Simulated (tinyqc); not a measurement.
What each parameter does: shallow donor in an anisotropic valley (effective-mass theory).

One valley: H = -c [(d2/dx2 + d2/dy2)/mt + (d2/dz2)/ml] - q/(eps r), c = hbar^2/2m0, q = e^2/(4 pi eps0). Trial function exp(-sqrt((x^2 + y^2)/a^2 + z^2/b^2)) with a > b: T = (c/3)(2/(mt a^2) + 1/(ml b^2)), V = -(q/eps) atan(u/b)/u, u = sqrt(a^2 - b^2). The central cell of the impurity is left out.

Constants: hbar^2/2m0 = 3.80998211 eV angstrom^2; e^2/(4 pi eps0) = 14.39964547 eV angstrom.

Values chosen for the exercise (out of a larger set: near those of AlAs; not measured data): ml = 1.14 m0 (longitudinal mass); mt = 0.186 m0 (transverse mass); eps = 10 (dielectric constant).

The minimum of the trial energy. Each row changes one parameter from the base and keeps the others.

Results:

| case | E (meV) | a (angstrom) | b (angstrom) | b/a |
|---|---|---|---|---|
| base | -41.91 | 20.52 | 10.84 | 0.528 |
| ml = 1.425 m0 | -44.02 | 19.87 | 9.71 | 0.489 |
| mt = 0.205 m0 | -45.18 | 18.89 | 10.32 | 0.546 |
| eps = 9 | -51.74 | 18.47 | 9.75 | 0.528 |

The largest shifts from the base row, up to three for each result and ties (the steps differ in size, so this ranks the rows, not the parameters). E (meV): eps -9.83, mt -3.26, ml -2.11. a (angstrom): eps -2.05, mt -1.63, ml -0.65. b (angstrom): ml -1.13, eps -1.08, mt -0.52. b/a: ml -0.039, mt +0.018; unchanged at the printed digits by eps. eps only rescales the solution (E as 1/eps^2, lengths as eps), so b/a depends on ml/mt alone.

tinyqc: `OMP_NUM_THREADS=1 python tinyqc.py 1250415 1250416 out.jsonl`; about 0.01 s, one thread, shared Intel(R) Xeon(R) Processor @ 2.30GHz.
